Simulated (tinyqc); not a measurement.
Oxidation of curved silicon (wires and holes): cylindrical Deal-Grove kinetics with stress-retarded reaction: one step, computed by the program tinyqc.

Silicon fills r < a and oxide a < r < b. One volume of silicon gives 2.25 volumes of oxide, and the length is fixed.

Question. Rate at the start. Geometry: b^2 = b0^2 + 1.25 (a0^2 - a^2), b0 = a0 + x_i. Rate of oxide made per interface area: q = 1/[1/k + 2 a |ln(b/a)|/B], and |da/dt| = q/2.25. Reaction k = (B/A) exp(-sigma V_k/(k_B T)). New oxide pushes the old with radial speed u = 1.25 |da/dt| at r = a; the shear stress at radius r is s_c asinh(z a^2/r^2), z = 2 eta u/(a s_c) (Eyring flow), and the compressive normal stress at the interface is sigma = |int_a^b 2 s/r dr| = s_c |F(z) - F(z a^2/b^2)|, F(y) = int_0^y asinh(w)/w dw. q and sigma are solved together. 1 MPa angstrom^3 = 6.241509e-6 eV.

Inputs (values chosen for the exercise, close to those used for silicon in dry oxygen): starting silicon radius a0 = 25 nm; starting oxide x_i = 3 nm; critical shear stress s_c = 94 MPa; activation volume V_k = 13 angstrom^3; temperature T = 950 C.

Shape: wire (convex).

B = 5988.045 nm^2/h

B/A = 25.71203 nm/h

low-stress viscosity eta = 1.331733e+14 Pa s

k_B T = 0.1054029 eV

Give: oxide radius b0; rate q without stress; normal stress sigma; factor on the reaction; rate q with stress.

Answer.

oxide radius b0 = 28 nm

rate q without stress = 25.101 nm/h

normal stress sigma = 139.75 MPa

factor on the reaction = 0.89800

rate q with stress = 22.596 nm/h
